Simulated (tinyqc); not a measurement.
Gain against bias and Miller's formula: avalanche multiplication and breakdown of a junction from ionisation integrals. Computed by tinyqc, a small Python program. Command: `OMP_NUM_THREADS=1 python tinyqc.py 3023466 3023467 out.jsonl impact walk`. One thread of a shared host (Intel(R) Xeon(R) Processor @ 2.30GHz), about 0.01 s of CPU time with the checks.

Ionisation coefficients follow the local field. Position x runs through the depletion layer from the p side (x = 0), where electrons enter, to the n side (x = w), where holes enter. The built-in voltage is neglected.

Inputs (values chosen for the exercise, modelled on GaAs):
```
quantity                              value    unit
electron prefactor a_n               201000    1/cm
electron field b_n                   566000    V/cm
hole prefactor a_p                   209000    1/cm
hole field b_p                       642000    V/cm
exponent c                              1.8       -
permittivity eps                       12.9       -
doping N of the lightly doped side  3.5e+14  1/cm^3
```

Junction: one-sided abrupt p+n.

Constants: e = 1.602176634e-19 C; eps_0 = 8.8541878128e-12 F/m.

Method:
- alpha_n = a_n exp(-(b_n/F)^c), alpha_p = a_p exp(-(b_p/F)^c).
- Field F = F_m (1 - s), w = eps eps_0 F_m/(e N), V = F_m w/2, with s = x/w (the peak lies at the p+ side).
- With Phi(x) = int_0^x (alpha_n - alpha_p) dx': 1 - 1/M_n = I_n = int_0^w alpha_n exp(-Phi) dx and M_p = M_n exp(-Phi(w)); trapezoid rule on 401 even points; breakdown at I_n = 1.
- Solve I_n(F_m) = 1.
- Miller's exponent n is defined by 1 - 1/M = (V/V_B)^n for the larger M.

breakdown voltage = 668.917 V

critical field F_m = 0.256284 MV/cm

Gain:
```
V/V_B   V (V)  F_m (MV/cm)     M_n     M_p  Miller exponent n
0.50   334.46      0.18122   1.019   1.002             5.7298
0.60   401.35      0.19852   1.081   1.013             5.0686
0.70   468.24      0.21442   1.254   1.051             4.4745
0.80   535.13      0.22923   1.715   1.172             3.9224
0.90   602.03      0.24313   3.314   1.644             3.4094
0.95   635.47      0.24979   6.663   2.682             3.1702
0.98   655.54      0.25371  16.825   5.876             3.0330
0.99   662.23      0.25500  33.797  11.227             2.9884
```

What follows from these numbers?

The larger gain passes 2 between 0.800 and 0.900 of V_B and reaches 33.8 at 0.99. Miller's exponent runs from 3.0 to 5.7, so it is not a constant: a fit holds over a narrow range only. From the first row to the last the voltage grows by a factor 1.98 and the peak field by 1.41.

Extremes, crossings and ranges named in words are read from the listed rows.
